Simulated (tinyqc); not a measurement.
# Worked calculation: donor binding, ionisation and the Mott limit

tinyqc, about 0.01 s, one thread, Intel Xeon 2.30GHz (shared host): `OMP_NUM_THREADS=1 python tinyqc.py 2330125 2330126 out.jsonl` Printed values are rounded.

Hydrogenic donor: Ry = (m0 q^3/(8 eps0^2 h^2)) me/eps_r^2 in eV, E0 = cc Ry, radius a = q/(8 pi eps0 eps_r E0), Mott density Nm = (0.26/a)^3. Below Nm the level sinks as Ed = E0 [1 - (N/Nm)^(1/3)]. Neutrality: Nc F12(eta) = N/(1 + 2 exp(eta + Ed/kB T)), F12(x) = (2/sqrt(pi)) int_0^infinity sqrt(u)/(1 + exp(u - x)) du.

Inputs (values chosen for the exercise); band and dielectric values close to those of silicon: temperature T = 200 K; relative permittivity eps_r = 11.8; mass in the hydrogenic formula, set independently of Nc me = 0.255 m0; conduction-band density of states at 200 K Nc = 1.51e19 cm^-3; ratio of the true binding energy to the hydrogenic one cc = 1.1; donor density N = 2.7e16 cm^-3.

Constants: q = 1.602176634e-19 C, kB = 1.380649e-23 J/K, eps0 = 8.8541878128e-12 F/m, h = 6.62607015e-34 J s, m0 = 9.1093837015e-31 kg, Vt = kB T/q. Results are converted to the units shown.

Range of the model: A sharp level with degeneracy 2 overstates freeze-out near Nm, where the impurity band broadens and merges with the conduction band.

## Binding energy, radius and Mott density

The mean spacing of the donors is N^(-1/3).

Ry = 24.9171 meV
E0 = 27.4088 meV
a = 2.22613 nm
Nm = 1.59320e18 cm^-3
spacing over a = 14.9737
Ed = 20.3685 meV

## Ionisation

Solve the neutrality equation for eta. Boltzmann form: with k = (Nc/2) exp(-Ed/kB T) the ionised share is [-k + sqrt(k^2 + 4 k N)]/(2 N).

eta = -6.33746
ionised share = 98.8598 %
n = 2.66921e16 cm^-3
ionised share, Boltzmann form = 98.8605 %

With the level held at E0 the share would be 98.3 %.
